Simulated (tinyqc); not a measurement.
Stark shift: quantum well in an electric field by finite differences.

Finite differences on points z_i at the centres of cells of width h: H_ii = (c/h^2)(1/m_(i-1/2) + 1/m_(i+1/2)) + V_i, H_(i,i+1) = -(c/h^2)/m_(i+1/2), where m_(i+1/2) is the mean of the masses at the two points (the end values are repeated outwards), psi = 0 on the points beyond both ends, c = hbar^2/2m0. The field adds e F (z - z0) with z0 the middle of the structure; 1 kV/cm = 1e-5 eV/angstrom.

Constants: hbar^2/2m0 = 3.80998211 eV angstrom^2.

Parameters, chosen for this exercise (out of a larger set: near those of a strained Si well in SiGe; not measured data): layers = ((24, 0.172, 0.937), (40, 0, 0.895), (24, 0.172, 0.937)) (each layer: thickness in angstrom, band edge in eV, mass in m0); hf = 0.5 angstrom (cell width of the fine grid); Fs = (0, 16.7, 33.3, 50, 66.7, 83.3, 100) kV/cm (fields).

Fine grid. Perturbation theory: dE1 = e F z_11 - beta (e F)^2 with beta = sum_j z_1j^2/(E_j - E_1) over the 13 next levels at zero field, z from z0.

Levels against field:
```
F (kV/cm)  E1 (eV)  E2 (eV)  dE1 (meV)  second order (meV)  <z - z0> (angstrom)  E2 - E1 (meV)
0           0.0166   0.0649       0.00                0.00                  0.0           48.3
16.7        0.0165   0.0649      -0.05               -0.05                 -0.6           48.3
33.3        0.0164   0.0649      -0.20               -0.20                 -1.2           48.5
50.0        0.0161   0.0649      -0.44               -0.45                 -1.8           48.8
66.7        0.0158   0.0650      -0.79               -0.79                 -2.3           49.2
83.3        0.0154   0.0650      -1.22               -1.24                 -2.9           49.6
100         0.0148   0.0651      -1.75               -1.78                 -3.5           50.2
```

z_11 = 0.00 angstrom
beta = 1782 angstrom^2/eV

How do the results move, and what explains it?

At zero field the state is centred, so the shift starts as F^2; it turns linear only if the state is pulled to one side. At 100 kV/cm E1 has moved by -1.75 meV, where second order gives -1.78 meV; they differ by 1.6 % there. The electron moves by -3.5 angstrom, against the rise of the potential. E2 - E1 grows with the field; the ends are 48.3 and 50.2 meV.

Run: tinyqc, `OMP_NUM_THREADS=1 python tinyqc.py 1281610 1281611 out.jsonl`; Intel(R) Xeon(R) Processor @ 2.30GHz, one thread, shared host; about 0.01 s of CPU time with all checks.
